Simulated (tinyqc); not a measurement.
Inside a calculation. Model: single-photon avalanche diode, trigger probability and counting.

Computed by the program tinyqc: `OMP_NUM_THREADS=1 python tinyqc.py 2630015 2630016 out.jsonl`, one thread of a shared Intel Xeon 2.30GHz, about 0.01 s for the whole run. Printed values are rounded.

A multiplication layer of width W with the uniform field V/W; alpha = an exp(-bn/E) for electrons, beta = ap exp(-bp/E) for holes (local model, no dead space). a = alpha W, b = beta W. Electrons enter at x = 0, holes at x = W. P0 is the probability that an electron entering at 0 starts a lasting avalanche, PW the same for a hole entering at W.

Inputs (values chosen for the exercise); ionisation coefficients close to those of germanium:
```
symbol,value,unit,meaning
an,1.51e7,1/cm,electron prefactor
bn,1.6,MV/cm,electron field
ap,9.86e6,1/cm,hole prefactor
bp,1.3,MV/cm,hole field
W,2,um,width of the multiplication layer
Vx,3.8,V,excess bias
eta,0.58,,probability that a photon makes a pair that enters the layer
Gd,11000,1/s,thermal generation rate in the layer
td,10,ns,dead time
Cd,95,fF,diode capacitance
Rq,50,kohm,quench resistance
pa,8.4e-8,,trapping probability per avalanche carrier
tt,4.9,ns,trap release time
nph,9.6e5,1/s,photon rate
```

Constants: q = 1.602176634e-19 C. Results are converted to the units shown.

## Ionisation integrals at and above breakdown

breakdown voltage VB = 36.8995 V

Breakdown: ln(a/b) = a - b with a not equal to b. VB is given; V = VB + Vx.

E at VB = 0.184497 MV/cm
a at VB = 0.517268
b at VB = 1.71710
E at V = 0.203497 MV/cm
a = 1.16242
b = 3.31520

At VB, ln(a/b) = -1.200 equals a - b.

## Iteration 1: trigger probability by substitution

P0 at the start = 0.3

PW = P0 exp(b - a)/(1 - P0 + P0 exp(b - a)); P0(new) = 1 - (1 - PW)^(a/b).

PW = 0.786755
P0 after iteration 1 = 0.418323

## Iteration 2: trigger probability by substitution

As before.

PW = 0.860939
P0 after iteration 2 = 0.499300

## Course of the iteration: trigger probability by substitution

Stop when P0 changes by less than 1e-9, or after 400 iterations. The rule counts as met only at a root strictly between 0 and 1.

Course of the iteration:
```
iteration        P0  |change|
1          0.418323     0.118
2          0.499300    0.0810
3          0.547284    0.0480
4          0.574088    0.0268
5          0.588730    0.0146
6          0.596659   7.93e-3
7          0.600938   4.28e-3
8          0.603244   2.31e-3
9          0.604485   1.24e-3
...             ...       ...
24         0.605931   1.14e-7
25         0.605932   6.13e-8
26         0.605932   3.30e-8
27         0.605932   1.77e-8
28         0.605932   9.54e-9
29         0.605932   5.13e-9
30         0.605932   2.76e-9
31         0.605932   1.49e-9
32         0.605932  7.99e-10
```

Converged in 32 iterations. At the end each change is about 0.54 times the one before: linear convergence.

## Detection, dark counts, afterpulses and dead-time loss

P0 = 0.605932
Pm = 0.801113

Pm is the mean trigger probability of pairs made evenly in the layer. PDP = eta P0; dark counts Gd Pm; avalanche charge Cd Vx/q; afterpulse probability pa (Cd Vx/q) exp(-td/tt) Pm; true rate n = nph PDP + dark counts; measured n/(1 + n td) (non-paralysable) or n exp(-n td) (paralysable); recharge time Rq Cd.

PDP = 0.351440
dark counts = 8812.24 1/s
avalanche charge = 2.25318e6 electrons
afterpulse probability = 1.96995 %
true rate = 3.46195e5 1/s
measured, non-paralysable = 3.45001e5 1/s
measured, paralysable = 3.44999e5 1/s
recharge time = 4.75 ns

Dead time hides 0.35 % of the events in the first model and 0.35 % in the second.
